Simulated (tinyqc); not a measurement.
Yield against design margin.

Cells fail independently with probability Q(k) = erfc(k/sqrt(2))/2 when the margin is k standard deviations, and Y = exp(-Nb Q(k)). phi = exp(-k^2/2)/sqrt(2 pi).  k = margin/s(dVT). With one spare that repairs any one cell, Y1 = exp(-x)(1 + x), x = Nb Q(k).

Inputs (values chosen for the exercise): number of cells Nb = 1048576.

s(dVT) = 31.3 mV

Yield against design margin:
```
M (mV)	k	Q(k)	expected failures x	Y	Y1
136	4.345	6.962e-6	7.300	6.752e-4	0.005605
146	4.665	1.547e-6	1.622	0.1976	0.5180
153	4.888	5.089e-7	0.5336	0.5865	0.8994
160	5.112	1.595e-7	0.1673	0.8460	0.9875
170	5.431	2.797e-8	0.02933	0.9711	0.9996
180	5.751	4.441e-9	0.004657	0.9954	1.000
190	6.070	6.384e-10	6.694e-4	0.9993	1.000
204	6.518	3.573e-11	3.746e-5	1.000	1.000
```

Over a change of the margin from 136 to 204 mV, k goes from 4.35 to 6.52, the expected failures fall by 5.3 decades and the yield goes from 6.75e-4 to 1.000. The spare helps most at M = 146 mV among the rows, where it lifts the yield from 0.198 to 0.518.

Numbers from tinyqc (`OMP_NUM_THREADS=1 python tinyqc.py 2090057 2090058 out.jsonl`; about 0.01 s on one thread of a shared Intel Xeon 2.30GHz).
